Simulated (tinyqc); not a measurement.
What moves the results: interface roughness in a thin film (subband fluctuation and scattering). A value that a table varies takes the place of the one given here.

Square well of width t, barriers V0, c = hbar^2/2m0: E1 solves k t + 2 atan[(k/mz)/(kappa/mb)] = pi, k = sqrt(mz E/c), kappa = sqrt(mb (V0 - E)/c). One interface is rough, so the subband edge fluctuates by G dt with G = |dE1/dt| (central difference of 0.01 angstrom; 2 E1/t for hard walls).

Gaussian roughness spectrum S(q) = pi D^2 Lc^2 exp(-q^2 Lc^2/4). Degenerate gas, taken to fill one subband (the second starts to fill once c kF^2/md exceeds E2 - E1, which is not tested here): kF = sqrt(2 pi Ns/gv), q = 2 kF sin(theta/2), 1/tau = (md/(2 pi c hbar)) G^2 times the integral from 0 to pi of S(q)(1 - cos theta)/eps(q)^2 dtheta, eps(q) = 1 + qs/q with screening (qs = gv md q0/(c eps), q0 = e^2/(4 pi eps0), form factors left out, which overstates the screening; other scattering is left out too, so these values lie far above measured mobilities in all but the thinnest films) or 1 without; mobility = tau c2/md with c2 = e/m0 = 1.75882e15 cm^2/(V s^2); 1e12/cm^2 = 1e-4/angstrom^2.

Constants: hbar^2/2m0 = 3.80998211 eV angstrom^2; hbar = 6.58211957e-16 eV s; e^2/(4 pi eps0) = 14.39964547 eV angstrom.

Values chosen for the exercise (near those of a thin Si channel on (100), two-fold valleys; the results hold for these values, not for the real material):
- mz = 0.919 m0 (confinement mass)
- V0 = 3.08 eV (barrier)
- mb = 0.48 m0 (barrier mass)
- md = 0.193 m0 (mass in the plane)
- gv = 2 (valleys)
- D = 2.1 angstrom (rms height of the roughness)
- Lc = 56 angstrom (correlation length)
- Ns = 1.1 x 1e12/cm^2 (sheet density)
- eps = 8.2 (mean dielectric constant at the channel)
- ts = (12, 15, 19, 22, 28, 35, 46) angstrom (thicknesses)
- t = 22 angstrom (film thickness)
- Ll = (4, 8, 14, 22, 35, 55, 90) angstrom (correlation lengths)

## The sixth-power law

Screened mobility against thickness for the finite barrier and for hard walls.

Results:
```
t (angstrom),E1 (meV),G (meV/angstrom),mobility (cm^2/(V s)),"the same, hard walls"
12,217.5,31.516,565,250
15,146.7,17.502,1.83e+03,955
19,95.5,9.218,6.60e+03,3.94e+03
22,72.9,6.148,1.48e+04,9.50e+03
28,46.4,3.127,5.74e+04,4.04e+04
35,30.4,1.657,2.04e+05,1.54e+05
46,18.0,0.755,9.85e+05,7.94e+05
```

With hard walls G goes as 1/t^3 and the mobility as t^6. With the finite barrier the local exponent is 5.27 at the thin end and 5.76 at the thick end, since the envelope leaks out and softens the dependence. The least value is 565 cm^2/(V s). The gate field, which also presses carriers to the interface, is left out. Below about 20 angstrom the effective-mass picture is itself doubtful. Up to t = 35 angstrom G D exceeds half of EF - E1, where the Born rate fails.

## Correlation length

Fixed D; bare and screened mobility.

Results:
```
Lc (angstrom),kF Lc,bare mobility (cm^2/(V s)),screened mobility (cm^2/(V s))
4,0.07,2.84e+04,1.22e+06
8,0.15,7.18e+03,3.10e+05
14,0.26,2.43e+03,1.05e+05
22,0.41,1.06e+03,4.62e+04
35,0.65,504,2.25e+04
55,1.02,315,1.49e+04
90,1.67,339,2.02e+04
```

The bare mobility is lowest at Lc = 55 angstrom of those listed (kF Lc = 1.02). The screened mobility is lowest at Lc = 55 angstrom of those listed (kF Lc = 1.02). Short roughness averages out (mobility as 1/Lc^2; the first two rows give exponent -1.98), and long roughness deflects only by small angles (bare mobility rising as Lc; the last two rows give 0.15).

## What each parameter does

G, G D, and the screened mobility. Each row changes one parameter from the base and keeps the others.

Results:
```
case,G (meV/angstrom),G D (meV),mobility (cm^2/(V s))
base,6.148,12.91,1.485e+04
t = 18 angstrom,10.689,22.45,4912
D = 2.73 angstrom,6.148,16.78,8786
Lc = 64 angstrom,6.148,12.91,1.468e+04
Ns = 1.76 x 1e12/cm^2,6.148,12.91,1.647e+04
mz = 1.057 m0,5.499,11.55,1.856e+04
md = 0.222 m0,6.148,12.91,1.426e+04
V0 = 2.16 eV,5.891,12.37,1.617e+04
eps = 9.8,6.148,12.91,1.103e+04
```

The largest shifts from the base row, up to three for each result and ties (the steps differ in size, so this ranks the rows, not the parameters). G (meV/angstrom): t +4.541, mz -0.649, V0 -0.257; unchanged at the printed digits by D, Lc, Ns, md and eps. G D (meV): t +9.54, D +3.87, mz -1.36; unchanged at the printed digits by Lc, Ns, md and eps. mobility (cm^2/(V s)): t -9.94e+03, D -6.06e+03, eps -3.82e+03. In the base case G D is 1.9 times EF - E1 = 6.8 meV: the fluctuation exceeds the Fermi energy, so the Born rate for a uniform gas is not to be trusted.

(tinyqc, `OMP_NUM_THREADS=1 python tinyqc.py 1251347 1251348 out.jsonl`, Intel(R) Xeon(R) Processor @ 2.30GHz, 1 thread, shared host, about 0.01 s.)
